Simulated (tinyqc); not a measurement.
Worked calculation: gated graphene: carriers, quantum capacitance and optical conductivity. Values are carried at full precision from step to step, so a last printed digit may differ when a step is redone from the rounded ones.

Cones E = +/- hv |k|, four flavours, D(E) = 2|E|/(pi hv^2). n = (2/pi)(kT/hv)^2 F_1(mu/kT), p = (2/pi)(kT/hv)^2 F_1(-mu/kT), in 1/angstrom^2 (1e16 for 1/cm^2); F_1(eta) = integral_0^infinity x dx/(1 + exp(x - eta)). Cq/e^2 = d(n - p)/d mu = (2 kT/(pi hv^2)) ln(2 + 2 cosh(mu/kT)).

Gate: V = mu/e + e (n - p)/Cox with Cox/e^2 = k/(4 pi e2 t), t in angstrom, e2 = e^2/(4 pi eps0); 1/(eV angstrom^2) in C/e^2 equals 1602.176634 microfarad/cm^2; total 1/C = 1/Cox + 1/Cq.

Constants: kB = 8.617333262e-05 eV/K; e^2/(4 pi eps0) = 14.39964547 eV angstrom; fine-structure constant alpha = 0.007297352564.

Values chosen for the exercise (Fermi velocity near that of graphene, gate dielectric near SiO2; the results hold for these values, not for the real material): hv = 6.86 eV angstrom (hbar vF); T = 150 K; k = 3.71 (dielectric constant of the gate layer); t = 285 nm (its thickness); V = -22.38 V (gate voltage from the neutrality point); E = 0.579 eV (photon energy); Gm = 2 meV (intraband damping).

## Chemical potential at the gate voltage

Solve the gate equation for mu.

Cox = 0.01153 microfarad/cm^2
mu = -0.1520 eV
n = 1.77e+05 1/cm^2
p = 1.60e+12 1/cm^2

mu takes 0.7 % of the gate voltage; the zero-temperature rule |mu| = hv sqrt(pi |n - p|) gives 0.1538 eV.

## Quantum capacitance

1/(eV angstrom^2) in C/e^2 equals 1602.176634 microfarad/cm^2; 1/C = 1/Cox + 1/Cq.

Cq = 3.294 microfarad/cm^2
C = 0.01149 microfarad/cm^2
Cq at mu = 0 = 0.3884 microfarad/cm^2

C is 0.997 of Cox.

## Optical conductivity at one energy

Conductivity over sigma0 = e^2/(4 hbar): interband Re = sinh(E/2kT)/(cosh(mu/kT) + cosh(E/2kT)); intraband Re = (8 kT/pi) ln(2 cosh(mu/2kT)) Gm/(E^2 + Gm^2). A free sheet absorbs about pi alpha_f Re(sigma/sigma0), alpha_f the fine-structure constant (alpha among the constants).

Evaluate both parts and the absorption.

interband = 1.0000
intraband = 0.0012
absorption = 2.295 %

E is above 2|mu| = 0.3039 eV; at this temperature interband transitions are mostly open; the universal value is pi alpha_f = 2.293 %.

## Checks

- Cq/e^2 against the finite difference of n - p (1/(eV angstrom^2)): both 0.002056.

Computed by tinyqc, a small Python program: `OMP_NUM_THREADS=1 python tinyqc.py 1652625 1652626 out.jsonl` (the numbers bound the seed that draws the inputs); one thread of a shared host (Intel(R) Xeon(R) Processor @ 2.30GHz), about 0.01 s for the whole set of steps.
